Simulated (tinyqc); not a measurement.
From results back to parameters: WKB tunnelling through a gate dielectric with a two-band (Franz) dispersion.

Problem. In the Fowler-Nordheim regime with a parabolic band J/F^2 is proportional to exp(-B/F), B = (4/3) sqrt(m/c) phi^(3/2), c = hbar^2/2m0, 1 V/angstrom = 100 MV/cm. The ratio below was computed from a hidden barrier.

Constants: hbar^2/2m0 = 3.80998211 eV angstrom^2.

Parameters, chosen for this exercise (out of a larger set: of the size used for hBN on silicon; not measured data): m = 0.48 m0 (mass at the conduction edge); F1 = 8.1 MV/cm (first field); F2 = 10.2 MV/cm (second field).

ln[(J2/F2^2)/(J1/F1^2)] = 3.32607

Find: B; phi.

Solution. B is the logarithm divided by 1/F1 - 1/F2; then phi = (3 B/(4 sqrt(m/c)))^(2/3). The slope fixes only m phi^3, so the mass must be known.

B = 130.86 MV/cm
phi = 1.970 eV

Computed by tinyqc, a small Python program: `OMP_NUM_THREADS=1 python tinyqc.py 1482887 1482888 out.jsonl` (the numbers bound the seed that draws the inputs); one thread of a shared host (Intel(R) Xeon(R) Processor @ 2.30GHz), about 0.01 s for the whole set of steps.
